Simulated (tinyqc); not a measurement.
## Junction parameters from two forward currents

Problem. D(v) = J1 (exp(v/Vt) - 1) + J2 (exp(v/(2 Vt)) - 1). Find J1, J2 and the voltage 2 Vt ln(J2/J1) near which both parts are equal.

Inputs (values chosen for the exercise):

| symbol | value | unit | meaning |
|---|---|---|---|
| T | 300 | K | temperature |

Constants: q = 1.602176634e-19 C, kB = 1.380649e-23 J/K, Vt = kB T/q. Results are converted to the units shown.

junction voltages (V): [0.34, 0.61]
currents (uA/um): [5.6264251e-6, 0.15405239]

Answer. The current is linear in J1 and J2, so two points give two equations.

J1 = 8.700e-12 uA/um
J2 = 1.600e-9 uA/um
crossover = 0.2696 V

Numbers from tinyqc (`OMP_NUM_THREADS=1 python tinyqc.py 2182057 2182058 out.jsonl`; about 0.2 s on one thread of a shared Intel Xeon 2.30GHz).
